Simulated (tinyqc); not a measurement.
# Conduction-band offset of an n-N heterojunction from carrier-profile moments: effect of the doping of the wide-gap layer

Layer 1 (x < 0) accumulates electrons and layer 2 (x > 0) is depleted. Boltzmann statistics. The bands bend down by V1 in layer 1 and up by V2 in layer 2, with V1 + V2 = VD = dE + Vt ln[(N2/Nc2)/(N1/Nc1)].

Sheet densities from the first integral: Q1 = sqrt((2 eps0 eps_r Vt N1/q)(exp(u1) - u1 - 1)) extra electrons, Q2 = sqrt((2 eps0 eps_r Vt N2/q)(exp(-u2) + u2 - 1)) missing ones, u = V/Vt; neutrality Q1 = Q2 + si.

Values chosen for this exercise; values of the order of III-V alloys:
- T = 300 K (temperature)
- eps_r = 13.1 (relative permittivity of both layers)
- Nc1 = 4.4e17 cm^-3 (density of states of the narrow-gap layer 1)
- Nc2 = 9.4e17 cm^-3 (density of states of the wide-gap layer 2)
- dE = 0.23 eV (conduction-band offset)
- N1 = 2.6e15 cm^-3 (donor density in layer 1)
- si = 0 cm^-2 (fixed charge at the interface)

Constants: q = 1.602176634e-19 C, kB = 1.380649e-23 J/K, Vt = kB T/q, eps0 = 8.8541878128e-14 F/cm where lengths are in cm. Results are converted to the units shown.

Result of one run:

| N2 (cm^-3) | VD (V) | V1 (V) | Q1 (cm^-2) | n(0-)/Nc1 |
|---|---|---|---|---|
| 8.8e15 | 0.24190 | 0.079825 | 1.3177e11 | 0.12958 |

What becomes of these results when the donor density in layer 2 N2 is changed from 8.8e15 to 3.1e15 cm^-3, all else the same?

Result of the changed run:

| N2 (cm^-3) | VD (V) | V1 (V) | Q1 (cm^-2) | n(0-)/Nc1 |
|---|---|---|---|---|
| 3.1e15 | 0.21492 | 0.057634 | 7.6826e10 | 0.054919 |

The whole series:

| N2 (cm^-3) | VD (V) | V1 (V) | Q1 (cm^-2) | n(0-)/Nc1 |
|---|---|---|---|---|
| 1.9e15 | 0.20227 | 0.048359 | 5.9369e10 | 0.038364 |
| 3.1e15 | 0.21492 | 0.057634 | 7.6826e10 | 0.054919 |
| 5.2e15 | 0.22829 | 0.068271 | 1.0053e11 | 0.082875 |
| 8.8e15 | 0.24190 | 0.079825 | 1.3177e11 | 0.12958 |
| 1.5e16 | 0.25568 | 0.092136 | 1.7296e11 | 0.20861 |
| 2.5e16 | 0.26889 | 0.10435 | 2.2409e11 | 0.33466 |
| 4.1e16 | 0.28168 | 0.11648 | 2.8766e11 | 0.53495 |
| 6.9e16 | 0.29513 | 0.12946 | 3.7380e11 | 0.88390 |
| 1.2e17 | 0.30944 | 0.14344 | 4.9354e11 | 1.5177 |

Q1 rises from 5.94e10 to 4.94e11 cm^-2, as N2^(0.51) over the table, while VD grows by Vt ln 10 a decade and the share V1/VD rises from 0.239 to 0.464. For N2 = 4.1e16, 6.9e16, 1.2e17 n(0-) nears or passes Nc1, where degeneracy and quantisation lower Q1.

tinyqc, about 0.1 s, one thread, Intel Xeon 2.30GHz (shared host): `OMP_NUM_THREADS=1 python tinyqc.py 2410139 2410140 out.jsonl`
